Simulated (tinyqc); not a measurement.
Worked calculation: MP2 on RHF in the sto-3g basis, for H4, spin multiplicity 1. One step of it, computed by the program tinyqc.

Problem. Iteration 9 (converged): orbitals. Diagonalise F' = X^T F X, C = X C', fill 2 alpha and 2 beta electrons from the bottom; D = 2 C_occ C_occ^T. Each column has its largest component positive (the first on a tie).

converged F (hartree), order 1H 1s, 2H 1s, 3H 1s, 4H 1s:
```
[[-0.235565, -0.461444, -0.134574, 0.002461],
 [-0.461444, -0.326861, -0.372822, -0.134574],
 [-0.134574, -0.372822, -0.326861, -0.461444],
 [0.002461, -0.134574, -0.461444, -0.235565]]
```

X, order 1H 1s, 2H 1s, 3H 1s, 4H 1s:
```
[[1.107383, -0.302819, 0.053570, -0.008494],
 [-0.302819, 1.222689, -0.316916, 0.053570],
 [0.053570, -0.316916, 1.222689, -0.302819],
 [-0.008494, 0.053570, -0.302819, 1.107383]]
```

Give: F' = X^T F X; orbital energies; coefficients C; D after iteration 9.

Solution.

F' = X^T F X (hartree):
```
[[-0.0145, -0.4711, 0.0626, 0.0161],
 [-0.4711, 0.0590, -0.3784, 0.0626],
 [0.0626, -0.3784, 0.0590, -0.4711],
 [0.0161, 0.0626, -0.4711, -0.0145]]
```

orbital energies (hartree): [-0.5978, -0.3793, 0.2799, 0.7861]

coefficients C, order 1H 1s, 2H 1s, 3H 1s, 4H 1s:
```
[[0.2920, 0.5227, 0.7413, -0.6426],
 [0.4300, 0.3845, -0.5063, 1.0492],
 [0.4300, -0.3845, -0.5063, -1.0492],
 [0.2920, -0.5227, 0.7413, 0.6426]]
```

D after iteration 9, order 1H 1s, 2H 1s, 3H 1s, 4H 1s:
```
[[0.7169, 0.6531, -0.1509, -0.3759],
 [0.6531, 0.6655, 0.0740, -0.1509],
 [-0.1509, 0.0740, 0.6655, 0.6531],
 [-0.3759, -0.1509, 0.6531, 0.7169]]
```
